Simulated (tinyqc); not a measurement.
Valley-orbit splitting of a donor ground state, with strain: one step, computed by the program tinyqc. Command: `OMP_NUM_THREADS=1 python tinyqc.py 3014869 3014870 out.jsonl valleyorbit walk`. One thread of a shared host (Intel(R) Xeon(R) Processor @ 2.30GHz), about 0.01 s of CPU time with the checks.

The basis is the 1s envelope in each valley; energies are counted from the unstrained conduction-band edge. The strain is e_s (a a^T - 1/3) for the unit stress axis a, so valley j along n_j moves by Xi_u e_s w_j with w_j = (n_j.a)^2 - 1/3: +1/6 for x and y, -1/3 for z. The splitting at the zone boundary that a [110] shear adds for <100> valleys is left out.

Question. Levels without strain. By symmetry: E(A1) = E_0 + Lambda + 4 Delta_1 + Delta_2 (one state), E(T2) = E_0 + Lambda - Delta_2 (three), E(E) = E_0 + Lambda - 2 Delta_1 + Delta_2 (two), as binding energies.

Inputs (values chosen for the exercise, modelled on donors in silicon):
```
quantity                          value  unit
single-valley binding energy E_0     31   meV
central-cell shift Lambda          8.59   meV
coupling Delta_1                   2.01   meV
coupling Delta_2                    1.5   meV
```

Valleys: six along <100>. Stress axis: [110].

Give: E(A1); E(T2); E(E).

Answer.

E(A1) = 49.13 meV

E(T2) = 38.09 meV

E(E) = 37.07 meV

Only A1 has all valley amplitudes in phase, so only it has weight at the nucleus. Of the upper states T2 is bound more strongly, because Delta_1 is larger than Delta_2.
